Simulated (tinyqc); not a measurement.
Worked calculation: plane-wave Kohn-Sham cycle with exchange-only LDA in a layered model solid. One step of it, computed by the program tinyqc.

Question. Iteration 2: potential. V_H(G) = 4 pi rho(G)/G^2 for G != 0 (uniform background); v_x = -(3 rho/pi)^(1/3); V = V_ext + V_H + v_x; Fourier components f(G_m) = (1/N) sum_j f(x_j) exp(-i G_m x_j).

A solid whose potential varies along x alone (atomic units):
```
parameter                      value
period a                    8.300000
cross-section of the cell  31.000000
electrons per cell                 4
grid points                       16
plane waves -n..n, n               3
k points                           2
V1 in V1 cos(2 pi x/a)     -0.240000
```

density after iteration 1 (e/bohr^3): 0.02103948  0.02121820  0.02110323  0.01962702  0.01666791  0.01314304  0.01011856  0.00819596  0.00754957  0.00819596  0.01011856  0.01314304  0.01666791  0.01962702  0.02110323  0.02121820

Give: Potentials on the grid; V(G_m), m = 0, 1, 2, ....

Answer.

Potentials on the grid (hartree):
```
x         V_ext      V_H      v_x        V
0.0000  -0.2400   0.1513  -0.2719  -0.3606
0.5188  -0.2217   0.1419  -0.2726  -0.3524
1.0375  -0.1697   0.1135  -0.2721  -0.3284
1.5562  -0.0918   0.0666  -0.2656  -0.2908
2.0750        0   0.0064  -0.2515  -0.2451
2.5938   0.0918  -0.0574  -0.2324  -0.1980
3.1125   0.1697  -0.1133  -0.2130  -0.1566
3.6313   0.2217  -0.1511  -0.1985  -0.1279
4.1500   0.2400  -0.1645  -0.1932  -0.1177
4.6688   0.2217  -0.1511  -0.1985  -0.1279
5.1875   0.1697  -0.1133  -0.2130  -0.1566
5.7062   0.0918  -0.0574  -0.2324  -0.1980
6.2250        0   0.0064  -0.2515  -0.2451
6.7438  -0.0918   0.0666  -0.2656  -0.2908
7.2625  -0.1697   0.1135  -0.2721  -0.3284
7.7812  -0.2217   0.1419  -0.2726  -0.3524
```

V(G_m), m = 0, 1, 2, ... (hartree): -0.2423  -0.0607  0.0015  0.0000  0.0001  0.0000  0.0000
